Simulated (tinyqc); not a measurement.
Capillary instabilities by surface diffusion: grooving and agglomeration of films, edge retraction, wire break-up and smoothing of roughness: one step, computed by the program tinyqc. Command: `OMP_NUM_THREADS=1 python tinyqc.py 3028134 3028135 out.jsonl dewet walk`. One thread of a shared host (Intel(R) Xeon(R) Processor @ 2.30GHz), about 0.01 s of CPU time with the checks.

Isotropic surface energy; shapes change by surface diffusion alone.

Task: The Mullins constant. B = D_s nu gamma_s Omega^2/(k_B T), D_s = D0 exp(-Q/(k_B T)).

Inputs (values chosen for the exercise, of the order of those of a nickel silicide film):
```
quantity                  value        unit
surface energy gamma_s     1.55       J/m^2
atomic volume Omega        12.2  angstrom^3
surface sites nu            7.8      1/nm^2
prefactor D0            4.2e-05       m^2/s
activation energy Q           2          eV
temperature T               822           K
time t                     9600           s
```

Constants: k_B = 8.617333262e-05 eV/K; k_B = 1.380649e-23 J/K.

Give: D_s; B; length (B t)^(1/4).

Result:

D_s = 2.296e-17 m^2/s

B = 3.641 nm^4/s

length (B t)^(1/4) = 13.67 nm

Lengths grow as t^(1/4): doubling one takes 16 times as long, or roughly 93 K more.
